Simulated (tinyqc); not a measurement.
Floating body of a partially depleted SOI transistor: body voltage and kink: two steps of the calculation.

Source at 0 V. Channel current Ic = 2 nf K Vt^2 [F(0) - F(Vd)](1 + la Vd), F(V) = ln^2(1 + exp((Vg - VT - nf V)/(2 nf Vt))), VT = VT0 - gb Vb. Saturation voltage Vs = 2 Vt sqrt(F(0)) + 3 Vt, excess Ve = (Vd - Vs + sqrt((Vd - Vs)^2 + 0.0004 V^2))/2, multiplication M1 = Ai Ve exp(-Bl/Ve). Each junction passes D(v) = J1 (exp(v/Vt) - 1) + J2 (exp(v/(2 Vt)) - 1). Bipolar current Ib = bb J1 (exp(Vb/Vt) - 1). The body settles where M1 (Ic + Ib) = D(Vb) + D(Vb - Vd) + Vb/Rb; drain current Id = (1 + M1)(Ic + Ib) - D(Vb - Vd).

Values chosen for this exercise; values of the order met in partially depleted silicon-on-insulator transistors: temperature T = 358 K; threshold at zero body voltage VT0 = 0.43 V; fall of the threshold per volt of body voltage gb = 0.3; slope factor nf = 1.46; gain factor per width K = 200 uA/(V^2 um); channel-length modulation factor la = 0.06 1/V; impact-ionisation prefactor Ai = 1.61 1/V; impact-ionisation voltage Bl = 7.8 V; diffusion saturation current of each junction J1 = 2e-11 uA/um; recombination saturation current of each junction J2 = 1.1e-7 uA/um; gain of the lateral bipolar transistor on the diffusion current bb = 0.5; resistance of a weak body tie to the source (1e9 stands for no tie, and the term is then dropped) Rb = 1e9 kohm um; gate voltage Vg = 0.35 V; drain voltage Vd = 1.3 V.

Constants: q = 1.602176634e-19 C, kB = 1.380649e-23 J/K, Vt = kB T/q. Results are converted to the units shown.

Problem 1. New Vb. Current into the body I_in = M1 (Ic + Ib) - D(Vb - Vd), current out I_out = D(Vb) + Vb/Rb; f = ln(I_in/I_out), s = df/dVb by central differences over 1e-5 V, Vb(new) = Vb - f/s.

Vb after iteration 1 = 0.55048204 V

Wanted: Ic; Ve; M1; I_in; I_out; f; s; Vb after iteration 2.

Solution 1.

Ic = 0.97170 uA/um
Ve = 1.1290 V
M1 = 0.0018154
I_in = 0.0017652 uA/um
I_out = 0.0019476 uA/um
f = -0.098337
s = -22.810 1/V
Vb after iteration 2 = 0.54617 V

Problem 2. Drain current with floating and with grounded body. Id and VT at the converged Vb, Id at Vb = 0, their ratio, and the bipolar share Ib/(Ic + Ib).

converged Vb = 0.54614256 V

Give: VT; Id, floating; Id, grounded; ratio; bipolar share.

Solution 2.

VT = 0.26616 V
Id, floating = 0.95815 uA/um
Id, grounded = 0.071345 uA/um
ratio = 13.430
bipolar share = 0.051019 %

The body rises to 0.546 V and lowers the threshold by 164 mV.

Range of the model: The multiplication law is an empirical form chosen for the exercise; self-heating and capacitive coupling to the body are left out, and the linear laws are rough once Vb passes about 0.7 V or M1 about 0.1.

Numbers from tinyqc (`OMP_NUM_THREADS=1 python tinyqc.py 2182077 2182078 out.jsonl`; about 0.2 s on one thread of a shared Intel Xeon 2.30GHz).
